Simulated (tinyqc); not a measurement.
Monte Carlo simulation of one carrier in a uniform electric field: one step, computed by the program tinyqc. Command: `OMP_NUM_THREADS=1 python tinyqc.py 3023904 3023905 out.jsonl mcfl walk`. One thread of a shared host (Intel(R) Xeon(R) Processor @ 2.30GHz), about 1 s of CPU time with the checks.

The force e F acts along +z. Flights end at the constant total rate Gamma; the part of Gamma that the real rates do not fill is self-scattering, which leaves k unchanged. One valley, no impurities; equivalent final valleys enter only through Z_f in the optical rate.

Question. Flight 2. Parabolic band: E = hbar^2 k^2/(2 m), speed v = hbar k/m, states per spin, volume and energy g(E) = m k/(2 pi^2 hbar^2). Masses are multiplied by m_0 and all formulas are in SI units. Flight: t = -ln(r1)/Gamma; k_z grows by e F t/hbar; E follows from the band; dz = (E_end - E_start)/(e F). Use row 2 of the random numbers.

Inputs (values chosen for the exercise, modelled on electrons in silicon): effective mass m = 0.322 m_0; lattice temperature T = 400 K; electric field F = 26 kV/cm.

Crystal: non-polar. Band: parabolic.

k after event 1, the start of the next flight (1/nm): [-0.2600000, -0.0540000, -0.0498969]

Random numbers (0.02 to 0.98, from up to 60 sets tried for early real events), one row a flight, columns r1, r2, r3, r4:
$$\begin{pmatrix}
0.9153 & 0.2940 & 0.8471 & 0.1284 \\
0.8200 & 0.0532 & 0.6725 & 0.1959 \\
0.4408 & 0.1820 & 0.5223 & 0.3039 \\
0.1064 & 0.5012 & 0.2403 & 0.0673 \\
0.1771 & 0.0419 & 0.0592 & 0.4951 \\
0.4421 & 0.8307 & 0.0772 & 0.7533 \\
0.2579 & 0.0649 & 0.2870 & 0.8137
\end{pmatrix}$$

Gamma = 43.14382 1e12/s

Constants: e = 1.602176634e-19 C; hbar = 1.054571817e-34 J s; m_0 = 9.1093837015e-31 kg.

Give: flight time t; k at the end of the flight; energy at the end; displacement dz.

Answer.

flight time t = 4.600 fs

k at the end of the flight (1/nm): [-0.2600, -0.0540, -0.0317]

energy at the end = 8.463 meV

displacement dz = -0.06749 nm
